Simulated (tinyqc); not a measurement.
Self-heating of a transistor with one or more fingers, with temperature-dependent conductivity: one step, computed by the program tinyqc. Command: `OMP_NUM_THREADS=1 python tinyqc.py 3022972 3022973 out.jsonl selfheat walk`. One thread of a shared host (Intel(R) Xeon(R) Processor @ 2.30GHz), about 0.08 s of CPU time with the checks.

N long parallel fingers lie on the top face of a slab whose bottom is held at T_0; the top is otherwise insulated, and heat flows in two dimensions. P in W/mm is 1000 P in W/m.

Task: Extra rise from ballistic phonons. Near a source smaller than the free path, Fourier's law overstates the flow. Rough estimate: a strip that emits phonons into a half space adds a resistance times area of 4 Lambda/(3 kappa_0), from the ballistic flux C v Delta T/4 with kappa_0 = C v Lambda/3, so Delta T_b = 4 Lambda P/(3 kappa_0 w); Knudsen number Lambda/w.

Inputs (values chosen for the exercise, modelled on silicon):
```
quantity                                      value        unit
conductivity at the base temperature kappa_0    116     W/(m K)
power per gate width P                          1.4        W/mm
width of the heat source w                     0.33  micrometre
phonon free path Lambda                          98          nm
```

Power: power rises with temperature.

largest theta = 40.55405 K

Give: Knudsen number; ballistic rise Delta T_b; Delta T_b / largest theta.

Result:

Knudsen number = 0.2970

ballistic rise Delta T_b = 4.779 K

Delta T_b / largest theta = 0.1178

By this estimate the ballistic term is at most a fifth of the Fourier rise.
